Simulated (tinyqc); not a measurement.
Lattice vibrations of a chain, step by step. One step of it, computed by the program tinyqc.

Question. Frequencies. omega^2 are the eigenvalues; wavenumber = 521.4708 sqrt(eigenvalue) 1/cm.

D(q) (eV/(angstrom^2 u)):
```
                     1                    2
1             0.550781  -0.516454+0.186576i
2  -0.516454-0.186576i             0.695724
```

Give: eigenvalues; wavenumbers; weights |e|^2 of the mass-weighted modes.

Answer.

eigenvalues: 0.0694  1.1771

wavenumbers (1/cm): 137.3  565.8

weights |e|^2 of the mass-weighted modes:
```
        mode 1  mode 2
atom 1  0.5654  0.4346
atom 2  0.4346  0.5654
```
